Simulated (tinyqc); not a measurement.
# Worked calculation: small-signal admittance of a forward-biased p+-n diode

Computed by the program tinyqc: `OMP_NUM_THREADS=1 python tinyqc.py 2890103 2890104 out.jsonl`, one thread of a shared Intel Xeon 2.30GHz, about 0.01 s for the whole run. Printed values are rounded.

Holes injected into a neutral base of width wb with an ohmic contact at its end; low injection, p0 far above the equilibrium density. A small voltage v exp(i w t), w = 2 pi f, modulates the edge density by p0 v/Vt, and the small-signal density obeys Dp d2p/dx2 = (1/tau + i w) p.

Parameters, values chosen for the exercise; permittivity close to that of silicon:
```
symbol,value,unit,meaning
T,300,K,temperature
eps_r,11.7,,relative permittivity
Nd,4.2e16,cm^-3,donor density of the base
Dp,9,cm^2/s,hole diffusion coefficient
tau,6e-8,s,hole lifetime
wb,2.9,um,width of the neutral base
p0,8e14,cm^-3,excess hole density at the junction edge
Na,3e19,cm^-3,acceptor density of the p+ side
f,2e6,Hz,signal frequency
```

Constants: q = 1.602176634e-19 C, kB = 1.380649e-23 J/K, Vt = kB T/q, eps0 = 8.8541878128e-14 F/cm where lengths are in cm. Results are converted to the units shown.

## Closed-form admittance

L = sqrt(Dp tau); direct current J = (q Dp p0/L) coth(wb/L); k = sqrt(1 + i w tau)/L; diffusion admittance Y = (q Dp p0/Vt) k coth(k wb) = G + i w C_diff; junction capacitance C_j = sqrt(q eps0 eps_r Nd/(2 Vr)) in the depletion approximation, with the remaining barrier Vr = Vt ln(Na/p0), a rough value under forward bias; base-width modulation is left out.

L = 7.34847 um
J = 4.18221 A/cm^2
k wb = 0.418802+0.140193i
Y = 161.820+5.900i S/cm^2
C_diff = 0.469498 uF/cm^2
C_j = 0.113143 uF/cm^2

G is 1.00 times its low-frequency value J/Vt, and C_diff is 4.15 times C_j.

## The same by finite differences

9 equal intervals, h = wb/9; u = small-signal density over its edge value, u_0 = 1, u_9 = 0; u_(i-1) + b u_i + u_(i+1) = 0 with b = -2 - h^2 (1/tau + i w)/Dp; Y = (q Dp p0/(Vt h)) (-b/2 - u_1), which includes the half box at the edge.

b = -2.00192-0.00145i

| node | u |
|---|---|
| 1 | 0.884073-0.003564i |
| 2 | 0.769850-0.005853i |
| 3 | 0.657116-0.007037i |
| 4 | 0.545656-0.007282i |
| 5 | 0.435256-0.006750i |
| 6 | 0.325702-0.005600i |
| 7 | 0.216782-0.003989i |
| 8 | 0.108286-0.002071i |

Y on the mesh = 161.870+5.939i S/cm^2

Against the closed form the real part is 0.031 % above it and the imaginary part 0.66 % above it; |k h| = 0.049.
